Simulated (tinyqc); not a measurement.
Chemical shift by three methods: effective-mass impurity with a central-cell term, in a basis of Slater functions. Computed by tinyqc, a small Python program. Command: `OMP_NUM_THREADS=1 python tinyqc.py 3030145 3030146 out.jsonl centralcell walk`. One thread of a shared host (Intel(R) Xeon(R) Processor @ 2.30GHz), about 0.01 s of CPU time with the checks.

The envelope obeys H = -nabla^2 - (2/r) [Z + A exp(-kappa r)] in effective units, with kappa = a*/lambda; positive A deepens the well near the core.

Inputs (values chosen for the exercise, for a model semiconductor):
```
quantity                   value      unit
effective mass m           0.251       m_0
dielectric constant eps       11         -
charge Z of the core           2         -
central-cell strength A      1.7         -
central-cell range lambda    2.1  angstrom
```

Impurity: donor, one isotropic band.

Constants: Ry = 13.605693123 eV; a_0 = 0.529177210903 angstrom.

Method:
- Units: Ry* = Ry m/eps^2 and a* = a_0 eps/m, with m in m_0.
- kappa = a*/lambda; the hydrogenic ground state is bound by Z^2 Ry*.
- For s functions exp(-zeta r), with s = zeta_i + zeta_j: S = 2/s^3, T = zeta_i zeta_j S, V = -2 Z/s^2, W = -2 A/(s + kappa)^2; each function is normalised by dividing by sqrt(S_ii S_jj).
- Large basis: zeta_i = 0.06 x 1.6^(i-1), i = 1..22, same formulas; for p functions r exp(-zeta r): S = 24/s^5, T = zeta_i zeta_j S (centrifugal term included), V = -12 Z/s^4, W = -12 A/(s + kappa)^4; overlap eigenvalues below 1e-11 are dropped.
- First order: shift = 8 A Z^3/(2 Z + kappa)^2 Ry*. One exponent: minimise zeta^2 - 2 Z zeta - 8 A zeta^3/(2 zeta + kappa)^2 by golden section on 0.2 to 6 Z. All shifts are the binding beyond Z^2 Ry*.

kappa = 11.0433 1/a*

Ry* = 28.2234 meV

hydrogenic binding energy = 112.894 meV

Shift of the 1s binding energy (meV):
```
A       first order  one exponent  large basis
-1.700      -13.569       -11.490      -10.946
-0.850       -6.785        -6.219       -6.064
0.170         1.357         1.382        1.389
0.425         3.392         3.555        3.602
0.850         6.785         7.472        7.674
1.700        13.569        16.648       17.573
2.120        16.921        22.006       23.544
```

What follows from these numbers?

The three columns are ordered, first order <= one exponent <= large basis, since each is a variational bound with more freedom. At the largest attractive A first order gives 72 % and one exponent 93 % of the shift; at the most repulsive A the true shift is -10.946 meV against -13.569. Attraction pulls the envelope in and feeds itself, repulsion pushes it out and saturates.

Extremes, crossings and ranges named in words are read from the listed rows.
